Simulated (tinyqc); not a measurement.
Inside a calculation. Method: RHF in the 3-21g basis, for H-, spin multiplicity 1. The basis has no diffuse functions, so it cannot describe the extra electron: this is an exercise in the method, not the real anion. One step of it, computed by the program tinyqc.

Task: Iteration 3: building the Fock matrix. J_ij = sum D_kl (ij|kl), K_ij = sum D_kl (ik|jl); F = H + J - 0.5 K; E = tr D H + tr D J / 2 - 0.25 tr D K + E_nn.

D after iteration 2:
```
          1H 1s     1H 2s
1H 1s  0.060533  0.305765
1H 2s  0.305765  1.544479
```

core Hamiltonian H = T + V (hartree):
```
           1H 1s      1H 2s
1H 1s  -0.171513  -0.489511
1H 2s  -0.489511  -0.408216
```

Two-electron integrals (ij|kl) in chemists' order, unique and non-zero (hartree):
```
(11|11) 1.140145   (21|11) 0.611403   (21|21) 0.345152   (22|11) 0.626370
(22|21) 0.380329   (22|22) 0.482957
```

nuclear repulsion = 0 hartree

Give: Coulomb J; exchange K; Fock matrix F; total energy of this density.

Result:

Coulomb J (hartree):
```
        1H 1s   1H 2s
1H 1s  1.4103  0.8355
1H 2s  0.8355  1.0164
```

exchange K (hartree):
```
        1H 1s   1H 2s
1H 1s  0.9760  0.9215
1H 2s  0.9215  0.9994
```

Fock matrix F (hartree):
```
         1H 1s    1H 2s
1H 1s   0.7508  -0.1148
1H 2s  -0.1148   0.1085
```

total energy of this density = -0.398681 hartree
